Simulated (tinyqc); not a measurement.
Energy and delay of logic against supply voltage: course of the iteration.

One expression serves below and above threshold: I(Vg) = Ik [ln(1 + exp((Vg - VT + dd V)/(al nf Vt)))]^al, with I_on = I(V) and I_off = I(0). Gate delay td = kd C V/I_on, clock period LD td. Per gate and cycle the switching energy is act C V^2 and the leakage energy I_off V LD td. No short-circuit current, no variation. Minima are sought above 0.09 V; below a few Vt gates no longer switch and the model has no meaning.

Start: V = 0.1 V.

Minimum-energy supply: E(V) is the energy per gate and cycle; with h = 0.001 V, E' = (E(V + h) - E(V - h))/(2 h), E'' = (E(V - h) - 2 E(V) + E(V + h))/h^2, V(new) = V - E'/E''.

Stop when the step is below 1e-9 V, or after 40 iterations.

Inputs (values chosen for the exercise); values of the order met in logic technologies:
- T = 300 K (temperature)
- VT = 0.38 V (threshold voltage at zero drain bias)
- nf = 1.32 (slope factor)
- dd = 0.06 (barrier lowering per volt of supply)
- Ik = 2 uA (specific current of a gate)
- al = 1.79 (exponent of the current law)
- C = 2 fF (load capacitance of a gate)
- kd = 1 (delay factor)
- LD = 16 (logic depth)
- act = 0.3 (activity factor)

Constants: q = 1.602176634e-19 C, kB = 1.380649e-23 J/K, Vt = kB T/q. Results are converted to the units shown.

Course of the iteration:
```
iteration  V before the step (V)   step (V)
1                            0.1    -0.0492
2                      0.0507934     0.0221
3                      0.0728912    8.27e-3
4                      0.0811580    1.92e-3
5                      0.0830770    1.06e-4
6                      0.0831829    3.10e-7
7                      0.0831832  -2.22e-11
```

Did this iteration meet its convergence test, and what does its course show?

Yes. Converged in 7 iterations. There leakage makes up 51.3 % of the energy and the clock runs at 0.434 MHz.

Range of the model: At a supply of a few Vt gates lose their noise margin, and variation, left out here, decides whether they work.

Program tinyqc, `OMP_NUM_THREADS=1 python tinyqc.py 2082075 2082076 out.jsonl`; Intel Xeon 2.30GHz, shared host, one thread, about 0.01 s.
